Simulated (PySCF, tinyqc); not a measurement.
MP2 on RHF in the sto-3g basis, for H4, spin multiplicity 1, step by step. The lowest restricted solution is unstable here: a spin-polarised one lies 0.1220 hartree lower (PySCF). One step of it, computed by the program tinyqc.

Question. Integrals over molecular orbitals. (pq|rs) = sum C_ip C_jq C_kr C_ls (ij|kl), one index at a time.

coefficients C:
```
            MO1        MO2        MO3        MO4
1H 1s  0.356374   0.549163   0.564092   0.774386
2H 1s  0.356374  -0.549163   0.564092  -0.774386
3H 1s  0.356374   0.549163  -0.564092  -0.774386
4H 1s  0.356374  -0.549163  -0.564092   0.774386
```

core Hamiltonian H = T + V (hartree):
```
           1H 1s      2H 1s      3H 1s      4H 1s
1H 1s  -1.649109  -0.792039  -0.835515  -0.437418
2H 1s  -0.792039  -1.649109  -0.437418  -0.835515
3H 1s  -0.835515  -0.437418  -1.649109  -0.792039
4H 1s  -0.437418  -0.835515  -0.792039  -1.649109
```

Two-electron integrals (ij|kl) in chemists' order, unique and non-zero (hartree):
```
(11|11) 0.774606   (21|11) 0.219583   (21|21) 0.086184   (22|11) 0.412410
(22|21) 0.219583   (22|22) 0.774606   (31|11) 0.235251   (31|21) 0.072816
(31|22) 0.147876   (31|31) 0.097392   (32|11) 0.091861   (32|21) 0.037272
(32|22) 0.097855   (32|31) 0.039304   (32|32) 0.020224   (33|11) 0.424282
(33|21) 0.142181   (33|22) 0.308995   (33|31) 0.235251   (33|32) 0.097855
(33|33) 0.774606   (41|11) 0.097855   (41|21) 0.037272   (41|22) 0.091861
(41|31) 0.039304   (41|32) 0.019917   (41|33) 0.091861   (41|41) 0.020224
(42|11) 0.147876   (42|21) 0.072816   (42|22) 0.235251   (42|31) 0.061565
(42|32) 0.039304   (42|33) 0.147876   (42|41) 0.039304   (42|42) 0.097392
(43|11) 0.142181   (43|21) 0.056160   (43|22) 0.142181   (43|31) 0.072816
(43|32) 0.037272   (43|33) 0.219583   (43|41) 0.037272   (43|42) 0.072816
(43|43) 0.086184   (44|11) 0.308995   (44|21) 0.142181   (44|22) 0.424282
(44|31) 0.147876   (44|32) 0.091861   (44|33) 0.412410   (44|41) 0.097855
(44|42) 0.235251   (44|43) 0.219583   (44|44) 0.774606
```

Give: one-electron integrals over orbitals h = C^T H C; Two-electron integrals over orbitals.

Answer.

one-electron integrals over orbitals h = C^T H C (hartree):
```
         1        2        3        4
1  -1.8868   0.0000   0.0000   0.0000
2   0.0000  -1.5141   0.0000   0.0000
3   0.0000   0.0000  -1.4869   0.0000
4   0.0000   0.0000   0.0000  -1.1009
```

Two-electron integrals over orbitals (pq|rs), unique and non-zero (hartree):
```
(11|11) 0.4863   (21|21) 0.1377   (22|11) 0.4761   (22|22) 0.4842
(31|31) 0.1331   (32|32) 0.0858   (33|11) 0.4752   (33|22) 0.4689
(33|33) 0.4830   (41|32) 0.0842   (41|41) 0.0827   (42|31) 0.1346
(42|42) 0.1477   (43|21) 0.1388   (43|43) 0.1524   (44|11) 0.4796
(44|22) 0.4877   (44|33) 0.4877   (44|44) 0.5069
```
